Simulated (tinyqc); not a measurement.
From a target to a composition: model-solid line-up of a strained alloy layer on a substrate.

Problem. A layer of the alloy is strained to the substrate, and its gap (Ec minus the top valence edge) is given. Find x between 0.20 and 0.97, where the gap is monotonic.

All values of the alloy are linear in x but the gap, Eg(x) = (1 - x) Eg_A + x Eg_B - C x (1 - x), and the valence edge, Ev(x) = (1 - x) Ev_A + x Ev_B + fv C x (1 - x); Ec = Ev + Eg. Ev is the top of the unstrained valence band on a scale common to all materials. In the layer only the Gamma valley of the conduction band is followed, also where an X or L valley would lie lower.

Coherent growth on a (001) face: e_par = (a_s - a)/a, e_perp = -2 (C12/C11) e_par; exx = eyy = e_par, ezz = e_perp, no shear.

Strained edges: Ec + ac tr(e); the valence edges are Ev plus the levels of the 6 x 6 matrix of X, Y, Z times spin with -Dso/3 + l exx + m (eyy + ezz) on the diagonal (cyclic), n exy off it, l = av + 2 b, m = av - b, n = sqrt(3) d. Spin-orbit term (Dso/3) L.sigma on X, Y, Z with (L_k)_ij = -i epsilon_kij: <X+|H|Y+> = -i Dso/3, <X+|H|Z-> = Dso/3, <Y+|H|Z-> = -i Dso/3, <Z+|H|X-> = -Dso/3, <Z+|H|Y-> = i Dso/3, <X-|H|Y-> = i Dso/3, and their conjugates; + and - are the spin along z.

Parameters, chosen for this exercise (A near GaP, B near GaAs, substrate near GaAs; not measured data): a = (5.453, 5.657) angstrom (lattice constant of A, B); Eg = (2.846, 1.524) eV (gap at Gamma to the s-like level of A, B); Dso = (0.081, 0.337) eV (spin-orbit splitting of A, B); Ev = (-1.25, -0.81) eV (top of the unstrained valence band of A, B); ac = (-8.29, -7.11) eV (conduction deformation potential of A, B); av = (1.7, 1.14) eV (valence hydrostatic potential of A, B); b = (-1.58, -1.99) eV (tetragonal shear potential of A, B); d = (-4.66, -4.87) eV (trigonal shear potential of A, B); C11 = (141.1, 122.3) GPa (of A, B); C12 = (61.8, 55.9) GPa (of A, B); C44 = (70.3, 60) GPa (of A, B); C = 0.198 eV (bowing of the gap); fv = 0.2 (share of the bowing taken by the valence edge); a_s = 5.657 angstrom (substrate); face = 001 (growth face).

strained gap = 1.904136 eV

Find: x; e_par; gap of the relaxed alloy.

Solution. Bisect on x; the strained gap is 2.0765 eV at x = 0.20 and 1.5439 eV at x = 0.97.

x = 0.440
e_par = 2.061 %
gap of the relaxed alloy = 2.216 eV

(tinyqc, `OMP_NUM_THREADS=1 python tinyqc.py 1081092 1081093 out.jsonl`, Intel(R) Xeon(R) Processor @ 2.30GHz, 1 thread, shared host, about 0.02 s.)
